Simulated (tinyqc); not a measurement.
AlGaN/GaN HEMT with access regions, lumped model: one step of the calculation.

A polarisation-induced electron sheet under a Schottky gate, in series with two ungated access regions and contacts. Drift law v = mu E/(1 + mu E/vs) under the gate. Currents in mA/mm, resistances in ohm mm. No self-heating, no channel-length modulation; fits for polarisation, barrier and offset are chosen for the exercise.

Problem. Polarisation charge, threshold and sheet resistance. sigma = (5e13 x + 1.6e13 x^2) cm^-2, phiB = 0.84 + 1.3 x, dEc = 0.7 (1.71 x + x^2) in volts, Cb = eps0 eps_r/d, VT = phiB - dEc - q sigma/Cb, access density n0 = -Cb VT/q. Rsh = 1/(q mu n0); largest access current q n0 vs.

Values chosen for this exercise; values close to those of AlGaN/GaN structures:

| symbol | value | unit | meaning |
|---|---|---|---|
| x | 0.31 |  | aluminium share of the barrier |
| d | 12 | nm | barrier thickness |
| eps_r | 9.3 |  | relative permittivity of barrier and channel |
| mu | 1100 | cm^2/(V s) | channel mobility |
| vs | 1.3e7 | cm/s | saturation velocity |

Constants: q = 1.602176634e-19 C, eps0 = 8.8541878128e-14 F/cm where lengths are in cm. Results are converted to the units shown.

Give: sigma; Cb; VT; n0; Rsh; q n0 vs.

Solution.

sigma = 1.704e13 cm^-2
Cb = 0.6862 uF/cm^2
VT = -3.173 V
n0 = 1.359e13 cm^-2
Rsh = 417.5 ohm
q n0 vs = 2831 mA/mm

Computed by the program tinyqc: `OMP_NUM_THREADS=1 python tinyqc.py 2570089 2570090 out.jsonl`, one thread of a shared Intel Xeon 2.30GHz, about 0.02 s for the whole run.
